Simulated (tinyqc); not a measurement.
Propagation of a band-gap error through k.p and effective-mass formulas: one step. Far from the edge the relative error shrinks. Four cases, with inputs chosen for the exercise.

Question. Two-level dispersion E(k) = sqrt(E^2/4 + Ep c k^2) - E/2 at k/4, k, 4k for both gaps, c = hbar^2/2m0.

Constants: hbar^2/2m0 = 3.80998211 eV angstrom^2.

Give: Energies above the edge.

Case 1.

Values chosen (reference values near those of GaAs, gap at low temperature; not measured data):
- Eg = 1.527 eV (gap at Gamma to the s-like level)
- Eg2 = 0.977 eV (a wrong gap, of the size a semi-local functional can give)
- Ep = 26.1 eV (Kane energy)
- k = 0.026 1/angstrom (wave vector)

Answer.

Energies above the edge:
```
k (1/angstrom)  at Eg (eV)  at Eg2 (eV)  ratio
0.00650             0.0027       0.0043  1.559
0.02600             0.0428       0.0645  1.507
0.10400             0.5243       0.6579  1.255
```

The ratio tends to Eg/Eg2 = 1.56 at k = 0 and goes from 1.559 to 1.255: at large k both curves approach the same slope sqrt(Ep c), while their distance in eV grows towards |Eg - Eg2|/2.

Case 2.

Values chosen (reference values near those of GaAs, gap at low temperature; not measured data):
- Eg = 1.508 eV (gap at Gamma to the s-like level)
- Eg2 = 1.252 eV (a wrong gap, of the size a hybrid functional can give)
- Ep = 25.7 eV (Kane energy)
- k = 0.038 1/angstrom (wave vector)

Answer.

Energies above the edge:
```
k (1/angstrom)  at Eg (eV)  at Eg2 (eV)  ratio
0.00950             0.0058       0.0070  1.202
0.03800             0.0886       0.1043  1.177
0.15200             0.9285       1.0032  1.080
```

The ratio tends to Eg/Eg2 = 1.20 at k = 0 and goes from 1.202 to 1.080: at large k both curves approach the same slope sqrt(Ep c), while their distance in eV grows towards |Eg - Eg2|/2.

Case 3.

Values chosen (reference values near those of InP, gap at low temperature; not measured data):
- Eg = 1.443 eV (gap at Gamma to the s-like level)
- Eg2 = 1.299 eV (a wrong gap, of the size a hybrid functional can give)
- Ep = 20.5 eV (Kane energy)
- k = 0.015 1/angstrom (wave vector)

Answer.

Energies above the edge:
```
k (1/angstrom)  at Eg (eV)  at Eg2 (eV)  ratio
0.00375             0.0008       0.0008  1.111
0.01500             0.0121       0.0134  1.109
0.06000             0.1739       0.1890  1.087
```

The ratio tends to Eg/Eg2 = 1.11 at k = 0 and goes from 1.111 to 1.087: at large k both curves approach the same slope sqrt(Ep c), while their distance in eV grows towards |Eg - Eg2|/2.

Case 4.

Values chosen (reference values near those of InAs, gap at low temperature; not measured data):
- Eg = 0.423 eV (gap at Gamma to the s-like level)
- Eg2 = 0.381 eV (a wrong gap, of the size a hybrid functional can give)
- Ep = 21.1 eV (Kane energy)
- k = 0.015 1/angstrom (wave vector)

Answer.

Energies above the edge:
```
k (1/angstrom)  at Eg (eV)  at Eg2 (eV)  ratio
0.00375             0.0027       0.0029  1.109
0.01500             0.0391       0.0427  1.091
0.06000             0.3665       0.3802  1.037
```

The ratio tends to Eg/Eg2 = 1.11 at k = 0 and goes from 1.109 to 1.037: at large k both curves approach the same slope sqrt(Ep c), while their distance in eV grows towards |Eg - Eg2|/2.

Computed by tinyqc, one run a case: `OMP_NUM_THREADS=1 python tinyqc.py N N+1 out.jsonl` with N = 1851272, 1880025, 1880049, 1880067; one thread of a shared Intel(R) Xeon(R) Processor @ 2.30GHz, about 0.01 s a run at most.
